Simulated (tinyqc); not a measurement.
MESFET, gradual channel with velocity saturation: two steps of the calculation.

A uniformly doped n-type channel, depleted from the top by a Schottky gate; at channel potential V the depleted share of a is u = sqrt((Vbi - Vg + V)/Vp), s at the source. Electrons drift with v = mu E/(1 + mu E/vsat). Abrupt depletion edge, no series resistance, source at 0.

Inputs (values chosen for the exercise): gate voltage Vg = 0 V; drain voltage Vd = 0.57 V.

Problem 1. Current below saturation. u = sqrt((Vbi - Vg + Vd)/Vp). I = (G0 Vp/3) F/(1 + Z (u^2 - s^2)), F = 3 (u^2 - s^2) - 2 (u^3 - s^3), with u at V = Vd; Z = 0 gives constant mobility, for which u stops at 1.

Vbi = 0.52396694 V
Vp = 2.4066710 V
G0 = 13.121827 mS
Z = 0.18718552
s = 0.46659876

Give: u; F; I for Z = 0; I.

Solution 1.

u = 0.6742
F = 0.3008
I for Z = 0 = 3.166 mA
I = 3.032 mA

The falling mobility lowers the current by 4.25 %.

Problem 2. The saturation point by Newton steps. a is the channel (half-)thickness, Vp its pinch-off voltage and Z = mu Vp/(vsat L); an iterate with u > 1 is an overshoot, not a physical state. f = (1 - u)(1 + Z (u^2 - s^2)) - Z F/3, F = 3 (u^2 - s^2) - 2 (u^3 - s^3); f' = -(1 + Z (u^2 - s^2)); u(new) = u - f/f'.

u after iteration 1 = 0.97815910
Z = 0.18718552
s = 0.46659876

Give: f; f'; u after iteration 2.

Solution 2.

f = -0.009369
f' = -1.138
u after iteration 2 = 0.9699

tinyqc, about 0.07 s, one thread, Intel Xeon 2.30GHz (shared host): `OMP_NUM_THREADS=1 python tinyqc.py 2500152 2500153 out.jsonl`
